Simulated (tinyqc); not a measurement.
Rayleigh-quotient iteration on a symmetric matrix, step by step. Computed by tinyqc, a small Python program that keeps every step. Settings: method = rayleigh, shift = 1.26. Command: `OMP_NUM_THREADS=1 python tinyqc.py 26360 26361 out.jsonl` (the two numbers bound the seeds that draw the settings). One thread of a shared host (Intel(R) Xeon(R) Processor @ 2.60GHz), about 0.01 s of CPU time with the checks.

## Step 1

A:
```
           1          2          3
1   2.567000   0.188000  -0.332000
2   0.188000   4.368000  -0.060000
3  -0.332000  -0.060000   4.584000
```

vector v at the start: 0.577350  0.577350  0.577350

shift = 1.260000

solve (A - shift) w = v; v' = w/|w| with its largest component positive (the first on a tie); lambda = v'^T A v'; the next shift is lambda.

vector after step 1: 0.864747  0.293422  0.407574

Rayleigh quotient after step 1 = 2.904144

## Step 2

As before.

vector after step 2: 0.974156  -0.213211  0.074572

Rayleigh quotient after step 2 = 2.535665

## Step 3

As before.

vector after step 3: 0.983633  -0.091307  0.155338

Rayleigh quotient after step 3 = 2.497161

## Course of the iteration

Stop when the residual |A v - lambda v| is below 1e-9.

Steps:

| step | lambda | residual |
|---|---|---|
| 1 | 2.90414423 | 7.78e-01 |
| 2 | 2.53566459 | 2.67e-01 |
| 3 | 2.49716115 | 5.69e-03 |
| 4 | 2.49714392 | 5.23e-08 |
| 5 | 2.49714392 | 7.85e-17 |

all eigenvalues, for comparison: 2.497144  4.356601  4.665255

Converged in 5 steps.
